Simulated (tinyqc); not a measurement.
## Permittivity and interface capacitance from two thicknesses

Problem. 1/C = t/(eps0 ek) + 2/ci for planar capacitors that differ only in thickness. Find ek, ci and the EOT of the interfaces, 2 x 3.9 eps0/ci.

Constants: eps0 = 8.8541878128e-14 F/cm where lengths are in cm. Results are converted to the units shown.

C at t = 13 and 38 nm (uF/cm^2): 4.9529016  1.9008802

Answer. 1/C is a straight line in t: the slope gives ek and the intercept 2/ci. A single thickness would give only the effective permittivity; when the interfaces are a small part of 1/C, ci needs very accurate data.

ek = 87.1
ci = 60.0 uF/cm^2
EOT of the interfaces = 0.115 nm

Program tinyqc, `OMP_NUM_THREADS=1 python tinyqc.py 2102101 2102102 out.jsonl`; Intel Xeon 2.30GHz, shared host, one thread, about 0.01 s.
